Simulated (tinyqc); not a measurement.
Empirical pseudopotential in a few plane waves, step by step. One step of it, computed by the program tinyqc.

Question. Bloch Hamiltonian at G. Basis: the 15 shortest G (labels in 2 pi/a), the same at every k. H(G,G') = c |k + G|^2 delta + VS(|G-G'|^2) cos((G-G').tau) + i VA sin((G-G').tau), tau = a/8 (1,1,1); 1 Ry = 13.605693 eV.

Parameters chosen for this model: fcc lattice, atoms at +/- a/8 (1,1,1); form factors in rydberg at |G|^2 in units of (2 pi/a)^2:

| parameter | value | unit |
|---|---|---|
| a | 5.310000 | angstrom |
| VS(3) | -0.238000 | Ry |
| VS(8) | -0.003000 | Ry |
| VS(11) | 0.052000 | Ry |
| VA(3) | 0.102000 | Ry |
| VA(4) | 0.035000 | Ry |
| VA(11) | 0.037000 | Ry |
| hbar^2/2m (2 pi/a)^2 | 5.334499 | eV |

k point G (2 pi / a): 0  0  0

Give: H(k) at G.

Answer.

H(k) at G (eV), lower triangle (Hermitian):
```
               +0+0+0         -1-1-1         -1-1+1         -1+1-1
+0+0+0          0.000
-1-1-1   2.290-0.981i         16.003
-1-1+1  -2.290-0.981i   0.000+0.476i         16.003
-1+1-1  -2.290-0.981i   0.000+0.476i         -0.041         16.003
-1+1+1  -2.290+0.981i          0.041   0.000+0.476i   0.000+0.476i
+1-1-1  -2.290-0.981i   0.000+0.476i         -0.041         -0.041
+1-1+1  -2.290+0.981i          0.041   0.000+0.476i          0.000
+1+1-1  -2.290+0.981i          0.041          0.000   0.000+0.476i
+1+1+1   2.290+0.981i          0.000          0.041          0.041
-2+0+0   0.000-0.476i  -2.290+0.981i  -2.290-0.981i  -2.290-0.981i
+0-2+0   0.000-0.476i  -2.290+0.981i  -2.290-0.981i   0.500-0.356i
+0+0-2   0.000-0.476i  -2.290+0.981i   0.500-0.356i  -2.290-0.981i
+0+0+2   0.000+0.476i  -0.500-0.356i   2.290+0.981i  -0.500+0.356i
+0+2+0   0.000+0.476i  -0.500-0.356i  -0.500+0.356i   2.290+0.981i
+2+0+0   0.000+0.476i  -0.500-0.356i  -0.500+0.356i  -0.500+0.356i

               -1+1+1         +1-1-1         +1-1+1         +1+1-1
-1+1+1         16.003
+1-1-1          0.000         16.003
+1-1+1         -0.041   0.000+0.476i         16.003
+1+1-1         -0.041   0.000+0.476i         -0.041         16.003
+1+1+1   0.000+0.476i          0.041   0.000+0.476i   0.000+0.476i
-2+0+0   2.290-0.981i   0.500-0.356i  -0.500-0.356i  -0.500-0.356i
+0-2+0  -0.500-0.356i  -2.290-0.981i   2.290-0.981i  -0.500-0.356i
+0+0-2  -0.500-0.356i  -2.290-0.981i  -0.500-0.356i   2.290-0.981i
+0+0+2  -2.290+0.981i  -0.500+0.356i  -2.290+0.981i   0.500+0.356i
+0+2+0  -2.290+0.981i  -0.500+0.356i   0.500+0.356i  -2.290+0.981i
+2+0+0   0.500+0.356i   2.290+0.981i  -2.290+0.981i  -2.290+0.981i

               +1+1+1  -2+0+0  +0-2+0  +0+0-2
+1+1+1         16.003
-2+0+0  -0.500+0.356i  21.338
+0-2+0  -0.500+0.356i  -0.041  21.338
+0+0-2  -0.500+0.356i  -0.041  -0.041  21.338
+0+0+2  -2.290-0.981i   0.041   0.041   0.000
+0+2+0  -2.290-0.981i   0.041   0.000   0.041
+2+0+0  -2.290-0.981i   0.000   0.041   0.041

        +0+0+2  +0+2+0  +2+0+0
+0+0+2  21.338
+0+2+0  -0.041  21.338
+2+0+0  -0.041  -0.041  21.338
```
